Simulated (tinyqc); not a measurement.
Inside a calculation. Method: MP2 on RHF in the sto-3g basis, for H6, spin multiplicity 1. Computed by tinyqc, a small Python program that keeps every step (integrals from PySCF). Settings: charge = 0, multiplicity = 1, basis = sto-3g, method = RHF, energy threshold = 1e-10, iteration cap = 81, orthogonalisation = symmetric, start = atomic densities, DIIS depth = 6. Command: `OMP_NUM_THREADS=1 python tinyqc.py 25737 25738 out.jsonl` (the two numbers bound the seeds that draw the settings). One thread of a shared host (Intel(R) Xeon(R) Processor @ 2.60GHz), about 0.1 s of CPU time with the checks. The early iterations of the SCF are left out here.

## One-electron integrals

Geometry (angstrom):
```
atom         x         y         z
H     0.000000  0.000000  0.000000
H     0.000000  0.000000  0.900000
H     0.000000  0.000000  1.983000
H     0.000000  0.000000  2.884000
H     0.000000  0.000000  3.967000
H     0.000000  0.000000  4.867000
```

Basis sto-3g: exponents (1/bohr^2) and contraction coefficients of normalised primitives:
```
element  l (shell)  exponent  coefficient
H            s (1)  3.425251     0.154329
H            s (1)  0.623914     0.535328
H            s (1)  0.168855     0.444635
```

Overlap, kinetic and nuclear-attraction integrals over the contracted functions; the nuclear repulsion is the sum of Za Zb / Rab.

nuclear repulsion = 4.72270397 hartree

overlap S, order 1H 1s, 2H 1s, 3H 1s, 4H 1s, 5H 1s, 6H 1s:
```
[[1.000000, 0.557187, 0.122582, 0.023260, 0.001925, 0.000161],
 [0.557187, 1.000000, 0.448963, 0.122382, 0.015837, 0.001925],
 [0.122582, 0.448963, 1.000000, 0.556564, 0.122382, 0.023260],
 [0.023260, 0.122382, 0.556564, 1.000000, 0.448963, 0.122582],
 [0.001925, 0.015837, 0.122382, 0.448963, 1.000000, 0.557187],
 [0.000161, 0.001925, 0.023260, 0.122582, 0.557187, 1.000000]]
```

kinetic energy T (hartree), order 1H 1s, 2H 1s, 3H 1s, 4H 1s, 5H 1s, 6H 1s:
```
[[0.760032, 0.152684, -0.009897, -0.007637, -0.001272, -0.000161],
 [0.152684, 0.760032, 0.083351, -0.009910, -0.006075, -0.001272],
 [-0.009897, 0.083351, 0.760032, 0.152227, -0.009910, -0.007637],
 [-0.007637, -0.009910, 0.152227, 0.760032, 0.083351, -0.009897],
 [-0.001272, -0.006075, -0.009910, 0.083351, 0.760032, 0.152684],
 [-0.000161, -0.001272, -0.007637, -0.009897, 0.152684, 0.760032]]
```

nuclear attraction V (hartree), order 1H 1s, 2H 1s, 3H 1s, 4H 1s, 5H 1s, 6H 1s:
```
[[-2.480192, -1.402293, -0.298420, -0.055793, -0.004522, -0.000376],
 [-1.402293, -2.838172, -1.191684, -0.313536, -0.038506, -0.004522],
 [-0.298420, -1.191684, -2.981954, -1.565656, -0.313536, -0.055793],
 [-0.055793, -0.313536, -1.565656, -2.981954, -1.191684, -0.298420],
 [-0.004522, -0.038506, -0.313536, -1.191684, -2.838172, -1.402293],
 [-0.000376, -0.004522, -0.055793, -0.298420, -1.402293, -2.480192]]
```

core Hamiltonian H = T + V (hartree), order 1H 1s, 2H 1s, 3H 1s, 4H 1s, 5H 1s, 6H 1s:
```
[[-1.720160, -1.249609, -0.308317, -0.063429, -0.005794, -0.000537],
 [-1.249609, -2.078140, -1.108333, -0.323446, -0.044581, -0.005794],
 [-0.308317, -1.108333, -2.221922, -1.413429, -0.323446, -0.063429],
 [-0.063429, -0.323446, -1.413429, -2.221922, -1.108333, -0.308317],
 [-0.005794, -0.044581, -0.323446, -1.108333, -2.078140, -1.249609],
 [-0.000537, -0.005794, -0.063429, -0.308317, -1.249609, -1.720160]]
```

## Two-electron integrals

Functions are numbered as in S; the eight-fold symmetry (ij|kl) = (ji|kl) = (kl|ij) leaves the list below.

Two-electron integrals (ij|kl) in chemists' order, unique and non-zero (hartree):
```
(11|11) 0.774606   (21|11) 0.357914   (21|21) 0.203905   (22|11) 0.511791
(22|21) 0.357914   (22|22) 0.774606   (31|11) 0.057680   (31|21) 0.036354
(31|22) 0.072674   (31|31) 0.007769   (32|11) 0.162717   (32|21) 0.117536
(32|22) 0.272648   (32|31) 0.029471   (32|32) 0.126419   (33|11) 0.265897
(33|21) 0.190562   (33|22) 0.451853   (33|31) 0.057680   (33|32) 0.272648
(33|33) 0.774606   (41|11) 0.008609   (41|21) 0.005718   (41|22) 0.012058
(41|31) 0.001347   (41|32) 0.005451   (41|33) 0.012061   (41|41) 0.000252
(42|11) 0.035422   (42|21) 0.025116   (42|22) 0.057571   (42|31) 0.006690
(42|32) 0.029418   (42|33) 0.072547   (42|41) 0.001344   (42|42) 0.007743
(43|11) 0.121736   (43|21) 0.083802   (43|22) 0.190297   (43|31) 0.025128
(43|32) 0.117369   (43|33) 0.357405   (43|41) 0.005713   (43|42) 0.036248
(43|43) 0.203398   (44|11) 0.183470   (44|21) 0.121845   (44|22) 0.265766
(44|31) 0.035469   (44|32) 0.162620   (44|33) 0.511443   (44|41) 0.008609
(44|42) 0.057571   (44|43) 0.357405   (44|44) 0.774606   (51|11) 0.000526
(51|21) 0.000363   (51|22) 0.000807   (51|31) 0.000096   (51|32) 0.000418
(51|33) 0.001044   (51|41) 0.000020   (51|42) 0.000113   (51|43) 0.000534
(51|44) 0.000868   (51|51) 1.67e-06   (52|11) 0.003578   (52|21) 0.002469
(52|22) 0.005569   (52|31) 0.000689   (52|32) 0.003086   (52|33) 0.008285
(52|41) 0.000148   (52|42) 0.000896   (52|43) 0.004625   (52|44) 0.008285
(52|51) 0.000013   (52|52) 0.000115   (53|11) 0.022203   (53|21) 0.014769
(53|22) 0.032276   (53|31) 0.004249   (53|32) 0.019273   (53|33) 0.057571
(53|41) 0.000980   (53|42) 0.006282   (53|43) 0.036248   (53|44) 0.072547
(53|51) 0.000096   (53|52) 0.000896   (53|53) 0.007743   (54|11) 0.069698
(54|21) 0.044983   (54|22) 0.094863   (54|31) 0.012425   (54|32) 0.054847
(54|33) 0.162620   (54|41) 0.002932   (54|42) 0.019273   (54|43) 0.117369
(54|44) 0.272648   (54|51) 0.000304   (54|52) 0.003086   (54|53) 0.029418
(54|54) 0.126419   (55|11) 0.133395   (55|21) 0.084106   (55|22) 0.172532
(55|31) 0.022235   (55|32) 0.094863   (55|33) 0.265766   (55|41) 0.005056
(55|42) 0.032276   (55|43) 0.190297   (55|44) 0.451853   (55|51) 0.000526
(55|52) 0.005569   (55|53) 0.057571   (55|54) 0.272648   (55|55) 0.774606
(61|11) 0.000035   (61|21) 0.000024   (61|22) 0.000054   (61|31) 0.000007
(61|32) 0.000030   (61|33) 0.000084   (61|41) 1.48e-06   (61|42) 0.000009
(61|43) 0.000047   (61|44) 0.000084   (61|51) 1.36e-07   (61|52) 1.17e-06
(61|53) 0.000009   (61|54) 0.000030   (61|55) 0.000054   (61|61) 1.19e-08
(62|11) 0.000360   (62|21) 0.000241   (62|22) 0.000526   (62|31) 0.000068
(62|32) 0.000304   (62|33) 0.000868   (62|41) 0.000015   (62|42) 0.000096
(62|43) 0.000534   (62|44) 0.001044   (62|51) 1.48e-06   (62|52) 0.000013
(62|53) 0.000113   (62|54) 0.000418   (62|55) 0.000807   (62|61) 1.36e-07
(62|62) 1.67e-06   (63|11) 0.003667   (63|21) 0.002380   (63|22) 0.005056
(63|31) 0.000662   (63|32) 0.002932   (63|33) 0.008609   (63|41) 0.000153
(63|42) 0.000980   (63|43) 0.005713   (63|44) 0.012061   (63|51) 0.000015
(63|52) 0.000148   (63|53) 0.001344   (63|54) 0.005451   (63|55) 0.012058
(63|61) 1.48e-06   (63|62) 0.000020   (63|63) 0.000252   (64|11) 0.016933
(64|21) 0.010749   (64|22) 0.022235   (64|31) 0.002881   (64|32) 0.012425
(64|33) 0.035469   (64|41) 0.000662   (64|42) 0.004249   (64|43) 0.025128
(64|44) 0.057680   (64|51) 0.000068   (64|52) 0.000689   (64|53) 0.006690
(64|54) 0.029471   (64|55) 0.072674   (64|61) 0.000007   (64|62) 0.000096
(64|63) 0.001347   (64|64) 0.007769   (65|11) 0.066890   (65|21) 0.041625
(65|22) 0.084106   (65|31) 0.010749   (65|32) 0.044983   (65|33) 0.121845
(65|41) 0.002380   (65|42) 0.014769   (65|43) 0.083802   (65|44) 0.190562
(65|51) 0.000241   (65|52) 0.002469   (65|53) 0.025116   (65|54) 0.117536
(65|55) 0.357914   (65|61) 0.000024   (65|62) 0.000363   (65|63) 0.005718
(65|64) 0.036354   (65|65) 0.203905   (66|11) 0.108728   (66|21) 0.066890
(66|22) 0.133395   (66|31) 0.016933   (66|32) 0.069698   (66|33) 0.183470
(66|41) 0.003667   (66|42) 0.022203   (66|43) 0.121736   (66|44) 0.265897
(66|51) 0.000360   (66|52) 0.003578   (66|53) 0.035422   (66|54) 0.162717
(66|55) 0.511791   (66|61) 0.000035   (66|62) 0.000526   (66|63) 0.008609
(66|64) 0.057680   (66|65) 0.357914   (66|66) 0.774606
```

## Orthogonalisation

S = U s U^T; symmetric (Loewdin) form X = U s^(-1/2) U^T, so that X^T S X = 1.

eigenvalues of S: [0.239885, 0.358910, 0.562587, 1.115315, 1.624966, 2.098337]

X, order 1H 1s, 2H 1s, 3H 1s, 4H 1s, 5H 1s, 6H 1s:
```
[[1.161163, -0.382160, 0.065031, -0.013875, 0.002341, -0.000569],
 [-0.382160, 1.280891, -0.332718, 0.069973, -0.010135, 0.002341],
 [0.065031, -0.332718, 1.290877, -0.415799, 0.069973, -0.013875],
 [-0.013875, 0.069973, -0.415799, 1.290877, -0.332718, 0.065031],
 [0.002341, -0.010135, 0.069973, -0.332718, 1.280891, -0.382160],
 [-0.000569, 0.002341, -0.013875, 0.065031, -0.382160, 1.161163]]
```

## Iteration 8 (converged): orbitals

converged F (hartree), order 1H 1s, 2H 1s, 3H 1s, 4H 1s, 5H 1s, 6H 1s:
```
[[-0.287713, -0.523901, -0.156612, -0.016723, 0.000283, -0.006048],
 [-0.523901, -0.368918, -0.371411, -0.155796, -0.023662, 0.000283],
 [-0.156612, -0.371411, -0.375373, -0.532162, -0.155796, -0.016723],
 [-0.016723, -0.155796, -0.532162, -0.375373, -0.371411, -0.156612],
 [0.000283, -0.023662, -0.155796, -0.371411, -0.368918, -0.523901],
 [-0.006048, 0.000283, -0.016723, -0.156612, -0.523901, -0.287713]]
```

Diagonalise F' = X^T F X, C = X C', fill 3 alpha and 3 beta electrons from the bottom; D = 2 C_occ C_occ^T. Each column has its largest component positive (the first on a tie).

F' = X^T F X (hartree):
```
[[0.016183, -0.552199, 0.075749, 0.002672, 0.004926, -0.009339],
 [-0.552199, 0.096772, -0.385819, 0.082258, -0.012838, 0.004926],
 [0.075749, -0.385819, 0.104556, -0.586392, 0.082258, 0.002672],
 [0.002672, 0.082258, -0.586392, 0.104556, -0.385819, 0.075749],
 [0.004926, -0.012838, 0.082258, -0.385819, 0.096772, -0.552199],
 [-0.009339, 0.004926, 0.002672, 0.075749, -0.552199, 0.016183]]
```

orbital energies (hartree): [-0.673328, -0.554029, -0.379280, 0.302481, 0.661549, 1.077627]

coefficients C, order 1H 1s, 2H 1s, 3H 1s, 4H 1s, 5H 1s, 6H 1s:
```
[[0.176957, 0.359662, -0.427813, 0.624086, -0.729788, 0.482705],
 [0.269001, 0.408689, -0.282636, -0.380282, 0.872820, -0.822638],
 [0.367359, 0.111052, 0.435901, -0.596225, -0.306177, 1.082934],
 [0.367359, -0.111052, 0.435901, 0.596225, -0.306177, -1.082934],
 [0.269001, -0.408689, -0.282636, 0.380282, 0.872820, 0.822638],
 [0.176957, -0.359662, -0.427813, -0.624086, -0.729788, -0.482705]]
```

D after iteration 8, order 1H 1s, 2H 1s, 3H 1s, 4H 1s, 5H 1s, 6H 1s:
```
[[0.687389, 0.631013, -0.163073, -0.322838, 0.043054, 0.169963],
 [0.631013, 0.638542, 0.042009, -0.139534, -0.029564, 0.043054],
 [-0.163073, 0.042009, 0.674590, 0.625260, -0.139534, -0.322838],
 [-0.322838, -0.139534, 0.625260, 0.674590, 0.042009, -0.163073],
 [0.043054, -0.029564, -0.139534, 0.042009, 0.638542, 0.631013],
 [0.169963, 0.043054, -0.322838, -0.163073, 0.631013, 0.687389]]
```

## Convergence

Stop when the energy changes by less than 1e-10 hartree and every element of the error matrix X^T (F D S - S D F) X is below 3e-06.

Course of the cycle:
```
iteration  E (hartree)     change  largest element of the error matrix
1          -2.47818240          -                             4.95e-02
2          -3.20716267  -7.29e-01                             4.43e-02
3          -3.20962584  -2.46e-03                             3.56e-02
4          -3.21347288  -3.85e-03                             7.36e-03
5          -3.21363649  -1.64e-04                             3.21e-04
6          -3.21363683  -3.47e-07                             3.64e-05
7          -3.21363684  -3.88e-09                             5.60e-07
8          -3.21363684  -1.03e-12                             4.10e-09
```

PySCF RHF in the same basis = -3.21363684 hartree

Converged in 8 iterations.

## Integrals over molecular orbitals

(pq|rs) = sum C_ip C_jq C_kr C_ls (ij|kl), one index at a time.

one-electron integrals over orbitals h = C^T H C (hartree):
```
[[-2.297824, 0.000000, -0.145398, 0.000000, -0.072176, 0.000000],
 [0.000000, -2.057075, 0.000000, 0.192830, 0.000000, 0.052729],
 [-0.145398, 0.000000, -1.974805, 0.000000, 0.164732, 0.000000],
 [0.000000, 0.192830, 0.000000, -1.669090, 0.000000, 0.155891],
 [-0.072176, 0.000000, 0.164732, 0.000000, -1.351804, 0.000000],
 [0.000000, 0.052729, 0.000000, 0.155891, 0.000000, -1.189535]]
```

Two-electron integrals over orbitals (pq|rs), unique and non-zero (hartree):
```
(11|11) 0.426744    (21|21) 0.129976    (22|11) 0.340451    (22|22) 0.386137
(31|11) 0.081486    (31|22) -0.041685   (31|31) 0.115766    (32|21) -0.114133
(32|32) 0.136199    (33|11) 0.381296    (33|22) 0.351092    (33|31) 0.033149
(33|33) 0.382714    (41|21) -0.044442   (41|32) -0.009207   (41|41) 0.081078
(42|11) -0.069393   (42|22) -0.003889   (42|31) -0.056440   (42|33) -0.010453
(42|42) 0.079487    (43|21) -0.073568   (43|32) 0.073692    (43|41) 0.012971
(43|43) 0.089772    (44|11) 0.383972    (44|22) 0.353150    (44|31) 0.031446
(44|33) 0.373832    (44|42) -0.021609   (44|44) 0.389154    (51|11) 0.006923
(51|22) 0.032565    (51|31) -0.028842   (51|33) -0.013473   (51|42) -0.033669
(51|44) -0.002834   (51|51) 0.051422    (52|21) 0.033288    (52|32) 0.001740
(52|41) -0.054758   (52|43) 0.036176    (52|52) 0.086656    (53|11) -0.075723
(53|22) -0.008137   (53|31) -0.060358   (53|33) -0.024114   (53|42) 0.074317
(53|44) -0.019880   (53|51) -0.026643   (53|53) 0.080333    (54|21) -0.116280
(54|32) 0.129553    (54|41) 0.001374    (54|43) 0.075054    (54|52) -0.001954
(54|54) 0.139550    (55|11) 0.358474    (55|22) 0.392071    (55|31) -0.029840
(55|33) 0.365336    (55|42) -0.010362   (55|44) 0.374130    (55|51) 0.031834
(55|53) -0.013364   (55|55) 0.418351    (61|21) 0.001602    (61|32) 0.019685
(61|41) -0.029609   (61|43) -0.045071   (61|52) -0.031382   (61|54) 0.016701
(61|61) 0.067364    (62|11) -0.010852   (62|22) -0.035574   (62|31) 0.026494
(62|33) 0.003536    (62|42) 0.029230    (62|44) 0.005370    (62|51) -0.046356
(62|53) 0.031120    (62|55) -0.035016   (62|62) 0.048631    (63|21) 0.046515
(63|32) 0.000920    (63|41) -0.075971   (63|43) -0.015320   (63|52) 0.054333
(63|54) 0.001002    (63|61) 0.028730    (63|63) 0.081310    (64|11) -0.083993
(64|22) 0.033681    (64|31) -0.110637   (64|33) -0.035484   (64|42) 0.058370
(64|44) -0.036180   (64|51) 0.025689    (64|53) 0.061327    (64|55) 0.032787
(64|62) -0.025837   (64|64) 0.119893    (65|21) -0.132751   (65|32) 0.118741
(65|41) 0.045453    (65|43) 0.078068    (65|52) -0.034739   (65|54) 0.125184
(65|61) -0.002470   (65|63) -0.051646   (65|65) 0.150081    (66|11) 0.456451
(66|22) 0.364651    (66|31) 0.088534    (66|33) 0.411132    (66|42) -0.076932
(66|44) 0.419368    (66|51) 0.007969    (66|53) -0.085921   (66|55) 0.394236
(66|62) -0.012961   (66|64) -0.097885   (66|66) 0.516342
```

## Second-order Moller-Plesset energy

Hartree-Fock energy = -3.21363684 hartree

E2 = sum_ijab (ia|jb) [2 (ia|jb) - (ib|ja)] / (e_i + e_j - e_a - e_b) over occupied i, j and virtual a, b; the opposite-spin part is (ia|jb)^2 / denominator, the rest is same-spin, and SCS-MP2 scales them by 6/5 and 1/3.

Terms (the 40 largest of 41):
```
i  j  a  b    (ia|jb)    (ib|ja)  denominator       term
3  3  4  4   0.089772   0.089772    -1.363521  -0.005910
2  3  4  5   0.074317   0.036176    -1.897338  -0.004405
3  2  5  4   0.074317   0.036176    -1.897338  -0.004405
2  2  4  4   0.079487   0.079487    -1.713019  -0.003688
1  1  4  4   0.081078   0.081078    -1.951617  -0.003368
3  1  6  4  -0.075971  -0.045071    -2.432715  -0.003337
1  3  4  6  -0.075971  -0.045071    -2.432715  -0.003337
3  3  5  5   0.080333   0.080333    -2.081657  -0.003100
2  2  5  5   0.086656   0.086656    -2.431155  -0.003089
3  3  6  6   0.081310   0.081310    -2.913814  -0.002269
2  1  5  4  -0.054758  -0.033669    -2.191386  -0.001895
1  2  4  5  -0.054758  -0.033669    -2.191386  -0.001895
2  3  5  6   0.054333   0.031120    -2.672484  -0.001577
3  2  6  5   0.054333   0.031120    -2.672484  -0.001577
1  1  6  6   0.067364   0.067364    -3.501909  -0.001296
1  1  5  5   0.051422   0.051422    -2.669753  -0.000990
1  2  5  6  -0.046356  -0.031382    -2.966532  -0.000958
2  1  6  5  -0.046356  -0.031382    -2.966532  -0.000958
2  2  6  6   0.048631   0.048631    -3.263311  -0.000725
2  2  6  4   0.029230   0.029230    -2.488165  -0.000343
2  2  4  6   0.029230   0.029230    -2.488165  -0.000343
1  1  6  4  -0.029609  -0.029609    -2.726763  -0.000322
1  1  4  6  -0.029609  -0.029609    -2.726763  -0.000322
1  3  5  5  -0.026643  -0.026643    -2.375705  -0.000299
3  1  5  5  -0.026643  -0.026643    -2.375705  -0.000299
1  3  6  4  -0.045071  -0.075971    -2.432715  -0.000263
3  1  4  6  -0.045071  -0.075971    -2.432715  -0.000263
3  1  6  6   0.028730   0.028730    -3.207861  -0.000257
1  3  6  6   0.028730   0.028730    -3.207861  -0.000257
1  2  5  4  -0.033669  -0.054758    -2.191386  -0.000193
2  1  4  5  -0.033669  -0.054758    -2.191386  -0.000193
1  2  6  5  -0.031382  -0.046356    -2.966532  -0.000174
2  1  5  6  -0.031382  -0.046356    -2.966532  -0.000174
3  3  6  4  -0.015320  -0.015320    -2.138667  -0.000110
3  3  4  6  -0.015320  -0.015320    -2.138667  -0.000110
3  1  4  4   0.012971   0.012971    -1.657569  -0.000101
1  3  4  4   0.012971   0.012971    -1.657569  -0.000101
2  3  6  5   0.031120   0.054333    -2.672484  -0.000092
3  2  5  6   0.031120   0.054333    -2.672484  -0.000092
2  3  5  4   0.036176   0.074317    -1.897338   0.000037
```

Pair energies (hartree; pair i-j sums ij and ji):
```
pair  opposite spin  same spin
1-1       -0.006298          0
2-1       -0.005884  -0.000557
2-2       -0.008189          0
3-1       -0.007730  -0.000785
3-2       -0.010135  -0.001937
3-3       -0.011499          0
```

MP2 correlation energy = -0.05301332 hartree

SCS-MP2 correlation energy = -0.06077441 hartree

MP2 total energy = -3.26665016 hartree
